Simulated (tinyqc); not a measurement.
Permittivity of the insulator from five potentials.

Problem. A node lies on a semiconductor-insulator interface. Steps: hs = tb/2 down into the semiconductor, ho = tox/2 up into the insulator, hy = L/6 sideways. The flux balance of its box reads eox (hy/ho)(above - node) + eps_r (hy/hs)(below - node) + [(eps_r hs + eox ho)/(2 hy)](left + right - 2 node) - q Na (hs/2) hy/eps0 = 0. Find eox.

Parameters, values chosen for the exercise; semiconductor permittivity close to that of In0.53Ga0.47As:
```
symbol,value,unit,meaning
eps_r,13.6,,relative permittivity of the semiconductor
tb,8,nm,half the body thickness
tox,3.3,nm,insulator thickness
L,52,nm,channel length
Na,6.6e17,cm^-3,acceptor density of the depleted body
```

Constants: q = 1.602176634e-19 C, eps0 = 8.8541878128e-14 F/cm where lengths are in cm. Results are converted to the units shown.

psi (V): node 0.12278173, above 0.11210046, below 0.13424881, left 0.21214467, right 0.10866756

Answer. The balance is linear in eox.

eox = 7.50

Computed by the program tinyqc: `OMP_NUM_THREADS=1 python tinyqc.py 2480096 2480097 out.jsonl`, one thread of a shared Intel Xeon 2.30GHz, about 0.09 s for the whole run.
